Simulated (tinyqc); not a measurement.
IGBT as a p-i-n diode in series with a MOS channel, on-state and switching loss: two steps of the calculation.

High injection (n = p) in a drift layer from x = -W/2 (anode) to +W/2 (cathode side), recombination only in the layer with lifetime tau, ideal emitters. The channel feeds the cathode side and carries the whole current. Auger recombination, carrier-carrier scattering, emitter losses and the carrier dip under the p body are left out.

Parameters, values chosen for the exercise; material values close to those of silicon: temperature T = 300 K; band gap Eg = 1.13 eV; conduction-band density of states at T Nc = 2.81e19 cm^-3; valence-band density of states at T Nv = 2.68e19 cm^-3; electron mobility mn = 1400 cm^2/(V s); hole mobility mp = 480 cm^2/(V s); width of the drift layer W = 200 um; high-injection lifetime tau = 6.2 us; current density J = 50 A/cm^2; channel and accumulation resistance Rch = 0.87 mohm cm^2.

Constants: q = 1.602176634e-19 C, kB = 1.380649e-23 J/K, Vt = kB T/q. Results are converted to the units shown.

Task 1. Ambipolar length. b = mn/mp, B = (b - 1)/(b + 1), La = sqrt(2 Vt mn mp tau/(mn + mp)), y = W/(2 La).

Wanted: b; B; La; y.

Result 1.

b = 2.917
B = 0.4894
La = 107.0 um
y = 0.9342

Task 2. On-state voltage. n(x) = (tau J/(2 q La))[cosh(x/La)/sinh y - B sinh(x/La)/cosh y]. Vm = Vt [(8 b/(b + 1)^2)(sinh y/s) arctan(s sinh y) + B ln((1 + B tanh^2 y)/(1 - B tanh^2 y))], s = sqrt(1 - B^2 tanh^2 y); Vj = Vt ln(n(-W/2) n(W/2)/ni^2), ni = sqrt(Nc Nv) exp(-Eg/(2 Vt)), Eg in volts; Vc = J Rch; Von = Vm + Vj + Vc.

b = 2.9166667
B = 0.48936170
La = 107.04432 um
y = 0.93419249

Find: Vm; Vj; Vc; Von.

Result 2.

Vm = 0.042509 V
Vj = 0.84871 V
Vc = 0.043500 V
Von = 0.93472 V

Vm does not depend on J, since the carrier density grows with it. Junctions, layer and channel take 91, 4.5 and 4.7 % of Von.

Computed by the program tinyqc: `OMP_NUM_THREADS=1 python tinyqc.py 2590108 2590109 out.jsonl`, one thread of a shared Intel Xeon 2.30GHz, about 0.01 s for the whole run.
